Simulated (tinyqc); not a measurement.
Q-state Potts model on a small periodic square lattice: enumeration, Metropolis, heat-bath and Wolff steps: one step, computed by the program tinyqc. Command: `OMP_NUM_THREADS=1 python tinyqc.py 3112114 3112115 out.jsonl potts walk`. One thread of a shared host (Intel(R) Xeon(R) Processor @ 2.30GHz), about 0.08 s of CPU time with the checks.

E = -J x (number of nearest-neighbour bonds with equal states); n x n sites with periodic edges have 2 n^2 bonds. Order parameter m = (q f - 1)/(q - 1), f being the largest share of one state. Sites are numbered row by row from 0. Here q = 3 and n = 3.

Problem. Exact averages. All q^(n^2) states are counted by their number b of equal bonds; weights g(b) exp(K b), K = J/(k_B T). Per site: u = -J <b>/n^2, c/k_B = K^2 (<b^2> - <b>^2)/n^2. ln Z = ln sum g(b) exp(K b); entropy per site s/k_B = (ln Z - K <b>)/n^2.

Inputs (values chosen for the exercise, for a model of domains or grain orientations): coupling J = 49 meV; temperature T = 805 K.

States by number of equal bonds:

| b | g(b) | probability |
|---|---|---|
| 0 | 12 | 2.012734e-06 |
| 2 | 540 | 3.719950e-04 |
| 3 | 936 | 1.306737e-03 |
| 4 | 3240 | 9.166987e-03 |
| 5 | 3996 | 2.291270e-02 |
| 6 | 3348 | 3.890499e-02 |
| 7 | 3240 | 7.630165e-02 |
| 8 | 2592 | 1.237066e-01 |
| 9 | 660 | 6.383679e-02 |
| 10 | 810 | 1.587747e-01 |
| 11 | 108 | 4.290314e-02 |
| 12 | 144 | 1.159303e-01 |
| 14 | 54 | 1.785527e-01 |
| 18 | 3 | 1.673287e-01 |

K = 0.7063620

Give: <b>; energy u; heat capacity c; entropy s.

Solution.

<b> = 11.45

energy u = -62.34 meV/site

heat capacity c = 0.8221 k_B/site

entropy s = 0.8348 k_B/site
